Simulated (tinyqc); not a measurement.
Composition and strain of an epitaxial Si(1-x)Ge(x) layer from Raman and X-ray peaks: one step, computed by the program tinyqc.

A (001) layer, biaxially strained in the plane. The Raman peaks follow empirical lines omega = w0 + c1 x + c3 x^3 + b eps (c3 for Si-Ge alone), with eps the in-plane strain.

Task: Lattice constants and strain. Relaxed lattice constant a(x) = a_Si + (a_Ge - a_Si) x - B x (1 - x). In-plane constant a_par = a_sub + R (a(x) - a_sub); eps = a_par/a(x) - 1; eps_perp = -(2 C12/C11) eps with 2 C12/C11 linear in x; a_perp = a(x) (1 + eps_perp).

Inputs (values chosen for the exercise, modelled on silicon-germanium):
```
quantity,value,unit
Ge fraction x,0.61,-
degree of relaxation R,0,-
lattice constant of Si,5.431,angstrom
lattice constant of Ge,5.658,angstrom
bowing B,0.029,angstrom
2 C12/C11 of Si,0.776,-
2 C12/C11 of Ge,0.753,-
```

Substrate: silicon.

Give: relaxed constant a(x); substrate constant a_sub; a_par; in-plane strain eps; strain along the normal; a_perp.

Result:

relaxed constant a(x) = 5.563 angstrom

substrate constant a_sub = 5.431 angstrom

a_par = 5.431 angstrom

in-plane strain eps = -23.65 per mille

strain along the normal = 18.02 per mille

a_perp = 5.663 angstrom

The layer is under compression in the plane and is stretched along the normal. Caution: strains above 2 % survive only in layers a few nanometres thick, and the linear relations lose accuracy.
